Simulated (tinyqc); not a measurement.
Worked calculation: X-ray photoelectron analysis of a thin oxide on a semiconductor: attenuation lengths, thickness, angle series and band offsets. Computed by tinyqc, a small Python program that keeps every step. Command: `OMP_NUM_THREADS=1 python tinyqc.py 3113428 3113429 out.jsonl xps walk`. One thread of a shared host (Intel(R) Xeon(R) Processor @ 2.30GHz), about 0.01 s of CPU time with the checks. Intermediate numbers are printed to about 6 digits and carried at full precision; extremes and crossings named in words are read from the listed rows.

The same element is seen in the oxide and in the substrate, at nearly the same kinetic energy; films are flat and uniform, and the work function is ignored.

Inputs (values chosen for the exercise, modelled on SiO2 on silicon):
```
quantity                                           value     unit
photon energy                                     1486.6       eV
binding energy of the core level                    99.4       eV
oxide density                                       2.22   g/cm^3
oxide formula mass                                 60.08    g/mol
valence electrons per oxide formula                   16        -
oxide gap                                           8.89       eV
substrate density                                   2.33   g/cm^3
substrate formula mass                             28.09    g/mol
valence electrons per substrate formula                4        -
substrate gap                                       1.12       eV
oxide thickness d                                   0.75       nm
emission angle from the normal                        45  degrees
attenuation length over inelastic mean free path    0.88        -
carbon overlayer                                   0.023       nm
counts in the two peaks together                   20000        -
valence band offset used to make the data           4.62       eV
core level less valence band top, substrate        98.99       eV
core level less valence band top, thick oxide      98.48       eV
field in the oxide                                 0.064    MV/cm
```

## Inelastic mean free paths

TPP-2M: lambda = E/(E_p^2 [b ln(c E) - C/E + D/E^2]) in angstrom, E_p = 28.8 sqrt(N_v rho/M), b = -0.10 + 0.944/sqrt(E_p^2 + E_g^2) + 0.069 rho^0.1, c = 0.191/sqrt(rho), U = N_v rho/M, C = 1.97 - 0.91 U, D = 53.4 - 20.8 U, with E = photon energy less binding energy in eV. Attenuation length L = factor x lambda.

kinetic energy E = 1387.2 eV

Terms:
```
layer      E_p (eV)          b         c  lambda (nm)
oxide       22.1444  0.0142886  0.128191      3.87433
substrate   16.5892  0.0318658  0.125128      3.08976
```

L in the oxide = 3.40941 nm

L in the substrate = 2.71899 nm

## Peak ratio

R_0 = (rho_o/M_o) L_o/((rho_s/M_s) L_s); peak ratio R = I_ox/I_sub = R_0 [exp(d/(L_o cos theta)) - 1]; hence d = L_o cos theta ln(1 + R/R_0). A carbon layer weakens both peaks alike, by exp(-d_C/(L_o cos theta)) if its L is taken equal to L_o. This R_0 leaves out intrinsic losses from the substrate peak, so calibrated values can be larger.

R_0 = 0.558586

d/(L_o cos theta) = 0.311098

ratio R = 0.203841

oxide share of the counts = 0.169326

attenuation by carbon = 0.990505

depth 3 L_o cos theta = 7.23245 nm

## Error budget of the thickness

With x = d/(L_o cos theta): d ln d/d ln R = (1 - exp(-x))/x = -d ln d/d ln R_0; counting error of R = 1/sqrt(N f (1 - f)), f the oxide share, which times the sensitivity gives that of d; an angle error adds tan(theta) d theta; d is proportional to L_o at fixed R_0. Assumed errors: 5 % in R_0, 1 degree, 5 % in L_o.

sensitivity to R = 0.859401

counting error of d = 1.62033 %

R_0 = 4.29700 %

angle = 1.74533 %

L_o = 5 %

The attenuation length is the largest of these terms.

## Angle series: uniform film or islands?

Islands: half of the surface carries 2 d and half none, R = R_0 (1/2)(1 - t)/(1/2 + t/2) with t = exp(-2 d/(L_o cos theta)); the apparent thickness is read with the uniform formula.

Against the angle:
```
theta (degrees)  R, uniform  R, islands  apparent d, islands (nm)
0                  0.137441    0.120933                  0.668165
20                 0.147337    0.128426                  0.663004
35                 0.172078    0.146501                  0.650483
45                 0.203841    0.168378                  0.635173
55                 0.261108    0.204310                  0.609572
65                 0.381456    0.267059                  0.563032
75                 0.748224    0.386003                  0.463572
```

A uniform film gives d = 0.75 nm at every angle. The island film of the same volume reads 0.668 nm at normal emission and 0.464 nm at 75 degrees; its ratio cannot pass R_0, since the bare half always shows the substrate.

## Band offsets by core levels

Valence band offset = (E_core - E_v)(substrate) - (E_core - E_v)(oxide) + (core level separation at the interface, oxide less substrate). The separation is made here from the given offset; a uniform field F that raises the binding energy towards the surface shifts the oxide peak by e F <z>, <z> = d/(1 - exp(-x)) - d/x, x = d/(L_o cos theta), being the mean distance from the interface. Conduction band offset = oxide gap - substrate gap - valence band offset.

separation without field = 4.11 eV

<z> = 0.394412 nm

separation with field = 4.11252 eV

apparent valence band offset = 4.62252 eV

true conduction band offset = 3.15 eV

apparent conduction band offset = 3.14748 eV

The field biases both offsets by 0.0025 eV, in opposite directions.

Checks made by the program: thickness recovered (relative difference below 1e-10).
